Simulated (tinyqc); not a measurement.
The whole curve: space-charge-limited current through a thin insulating or semi-insulating film with traps. Computed by tinyqc, a small Python program. Command: `OMP_NUM_THREADS=1 python tinyqc.py 3024927 3024928 out.jsonl sclc walk`. One thread of a shared host (Intel(R) Xeon(R) Processor @ 2.30GHz), about 0.01 s of CPU time with the checks.

One ohmic injecting contact at x = 0 (field zero), drift only, non-degenerate free carriers.

Inputs (values chosen for the exercise, modelled on semi-insulating GaN): permittivity eps = 9.7; band mobility mu = 310 cm^2/(V s); effective density of states N_c = 2.4e+18 1/cm^3; trap density N_t = 4.1e+15 1/cm^3; equilibrium Fermi level below the band edge, E_0 = 0.74 eV; thickness d = 580 nm; free density at the anode, in units of N_c = 7.5e-05; temperature T = 300 K; trap level E_t below the band edge = 0.38 eV.

Traps: single level.

Constants: k_B = 8.617333262e-05 eV/K; e = 1.602176634e-19 C; eps_0 = 8.8541878128e-12 F/m.

Method:
- Free density n_0 = N_c exp(-E_0/k_B T) in equilibrium; trapped density n_t(n) = N_t/(1 + n_1/n), n_1 = N_c exp(-E_t/k_B T).
- theta = n/(n + n_t) at the anode density; trap-filled-limit voltage V_TFL = e (N_t - n_t(n_0)) d^2/(2 eps eps_0).
- J = e mu n F and (eps eps_0/e) dF/dx = n - n_0 + n_t(n) - n_t(n_0) = rho(n). With F = J/(e mu n): d = (eps eps_0 J/(e^2 mu)) I_1 and V = (eps eps_0 J^2/(e^3 mu^2)) I_2, I_k = int_(n_L)^infinity dn/(n^(k+1) rho(n)), n_L the density at the anode; with u = n_L/n, 200 Gauss-Legendre points in t, u = 1 - (1 - t)^2.
- The last column is d ln J/d ln V up to the next row.

V_TFL = 1.28647 V

Current against voltage:
```
n_L (1/cm^3)       V (V)  J (A/cm^2)   slope
9.30e+05      8.4213e-07  8.1278e-13   1.702
9.60e+06      3.1395e-05  3.8402e-10   1.982
9.80e+07      3.3713e-04  4.2408e-08   1.999
1.00e+09      3.4488e-03  4.4318e-06   2.012
1.00e+10      3.3740e-02  4.3554e-04   2.121
1.10e+11      2.9735e-01  4.4009e-02   3.047
1.10e+12      9.8160e-01  1.6737e+00   9.913
1.10e+13      1.2817e+00  2.3560e+01  15.506
1.10e+14      1.4991e+00  2.6742e+02   4.883
1.20e+15      2.6934e+00  4.6759e+03   2.480
1.20e+16      1.1975e+01  1.8917e+05   2.063
1.20e+17      1.0240e+02  1.5828e+07       -
```

What follows from these numbers?

The slope starts at 1.70, peaks at 15.5 between 1.28 and 1.50 V and ends at 2.06. Rows below 0.26 V (10 k_B T/e) are formal, since diffusion from the contact rules there. Self-heating is left out, although J V exceeds 1e5 W/cm^2 at the last row. The last rows ignore velocity saturation (mu V/d above 1e7 cm/s). The steep part is the filling of the level near V_TFL = 1.29 V, from which N_t can be read; below it a slope near 2, where the rows show one, belongs to the square law scaled by theta.

Extremes, crossings and ranges named in words are read from the listed rows.
